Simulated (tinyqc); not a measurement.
Inside a calculation. Method: FCI on RHF in the sto-6g basis, for H3+, spin multiplicity 1. One step of it, computed by the program tinyqc.

Task: FCI: roots. Diagonalise (each vector has its largest component positive (the first on a tie)); all determinants have Ms = 0, so triplets appear too. The lowest singlet root is the correlation energy.

Occupation strings over the orbitals (2 doubly, a alpha, b beta, 0 empty; spin orbitals ordered 1a 1b 2a 2b ...): 200 ab0 a0b ba0 b0a 020 0ab 0ba 002

H - E(HF) between determinants (hartree):
```
,200,ab0,a0b,ba0,b0a,020,0ab,0ba,002
200,0.000000,0.000000,0.000000,0.000000,0.000000,0.150002,0.000000,0.000000,0.150010
ab0,0.000000,0.383912,0.000000,-0.150002,0.000000,0.000000,-0.108696,0.108703,0.000000
a0b,0.000000,0.000000,0.384081,0.000000,-0.150010,-0.108696,0.000000,0.000000,0.108626
ba0,0.000000,-0.150002,0.000000,0.383912,0.000000,0.000000,0.108703,-0.108696,0.000000
b0a,0.000000,0.000000,-0.150010,0.000000,0.384081,0.108696,0.000000,0.000000,-0.108626
020,0.150002,0.000000,-0.108696,0.000000,0.108696,0.870318,0.000000,0.000000,0.084561
0ab,0.000000,-0.108696,0.000000,0.108703,0.000000,0.000000,0.701426,-0.084561,0.000000
0ba,0.000000,0.108703,0.000000,-0.108696,0.000000,0.000000,-0.084561,0.701426,0.000000
002,0.150010,0.000000,0.108626,0.000000,-0.108626,0.084561,0.000000,0.000000,0.870555
```

Give: lowest roots of this matrix, relative to E(HF); lowest vectors; <S^2> of these roots; weight of the ground state by excitation level 0, 1, 2, ....

Result:

lowest roots of this matrix, relative to E(HF) (hartree): -0.0450  0.2339  0.2341  0.4087  0.4088  0.6169  0.9111  0.9112

lowest vectors:
```
,root 1,root 2,root 3,root 4
200,0.9782,0.0000,0.0000,0.0000
ab0,0.0000,0.7071,0.0000,0.6127
a0b,0.0000,0.0000,0.7071,0.0000
ba0,0.0000,0.7071,0.0000,-0.6127
b0a,0.0000,0.0000,0.7071,0.0000
020,-0.1468,0.0000,0.0000,0.0000
0ab,0.0000,0.0000,0.0000,0.3530
0ba,0.0000,0.0000,0.0000,-0.3530
002,-0.1467,0.0000,0.0000,0.0000
```

<S^2> of these roots: 0.0000  2.0000  2.0000  0.0000  0.0000  2.0000  0.0000  0.0000

weight of the ground state by excitation level 0, 1, 2, ...: 0.9569  0.0000  0.0431
